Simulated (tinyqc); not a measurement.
# MOS capacitor on an n-type substrate, surface potential from the exact charge relation: effect of the density of interface traps on threshold and swing

Uniform n-type substrate, Boltzmann statistics, full ionisation, classical densities. psi is the surface potential against the body (positive when the bands bend down) and u = -psi/Vt. Traps are spread evenly over the gap and neutral at flat band, so their charge is -q Dit psi; the minority quasi-Fermi level is shifted by Vb.

ni = sqrt(Nc Nv) exp(-Eg/(2 Vt)), Eg in volts; phiF = Vt ln(N/ni); Cox = eps0 eox/tox; Vfb = phiM - chi - Vt ln(Nc/N) - q Nf/Cox; VT = Vfb - [(2 phiF + Vb)(1 + q Dit/Cox) + sqrt(2 eps0 eps_r q N (2 phiF + Vb))/Cox]. gamma = sqrt(2 eps0 eps_r q N)/Cox; Wm = sqrt(2 eps0 eps_r (2 phiF + Vb)/(q N)); m = 1 + (eps0 eps_r/Wm + q Dit)/Cox; swing m Vt ln 10; Cmin/Cox = 1/(1 + Cox Wm/(eps0 eps_r)).

Inputs (values chosen for the exercise); band and dielectric values close to those of gallium nitride:
```
symbol    value   unit                                                                 meaning
T           273      K                                                             temperature
Eg         3.43     eV                                                                band gap
eps_r      9.63                                                          relative permittivity
Nc         2e18  cm^-3                                  conduction-band density of states at T
Nv      4.05e19  cm^-3                                     valence-band density of states at T
chi        4.03     eV                                                       electron affinity
N        1.1e16  cm^-3                                          donor density of the substrate
eox         3.9         relative permittivity of the gate insulator (close to silicon dioxide)
tox           4     nm                                                     insulator thickness
phiM       4.49     eV                                                      gate work function
Nf            0  cm^-2                            fixed charge at the interface, in units of q
Vb            0      V                    reverse bias of the inversion layer against the body
```

Constants: q = 1.602176634e-19 C, kB = 1.380649e-23 J/K, Vt = kB T/q, eps0 = 8.8541878128e-14 F/cm where lengths are in cm. Results are converted to the units shown.

The same in every row: Vfb (V) = 0.33760; 2 phiF (V) = 3.1144; gamma (V^0.5) = 0.063504; Wm (nm) = 548.96; Cmin/Cox = 0.017674.

Results:

| Dit (cm^-2 eV^-1) | VT (V) | m | swing (mV/decade) |
|---|---|---|---|
| 0 | -2.8889 | 1.0180 | 55.144 |
| 1e10 | -2.8947 | 1.0198 | 55.244 |
| 3e10 | -2.9062 | 1.0236 | 55.445 |
| 1e11 | -2.9467 | 1.0366 | 56.149 |
| 3e11 | -3.0623 | 1.0737 | 58.160 |
| 1e12 | -3.4669 | 1.2036 | 65.197 |
| 1e13 | -8.6690 | 2.8739 | 155.68 |

Estimate the missing row, Dit = 3e12 cm^-2 eV^-1.

Computed row:

| Dit (cm^-2 eV^-1) | VT (V) | m | swing (mV/decade) |
|---|---|---|---|
| 3e12 | -4.6229 | 1.5748 | 85.304 |

With this row back in the table: As Dit goes from 0 to 1e13, VT falls from -2.89 to -8.67 V, the swing rises from 55.1 to 156 mV/decade and Cmin/Cox stays at 0.0177. Vfb does not move.

tinyqc, about 0.01 s, one thread, Intel Xeon 2.30GHz (shared host): `OMP_NUM_THREADS=1 python tinyqc.py 2060132 2060133 out.jsonl`
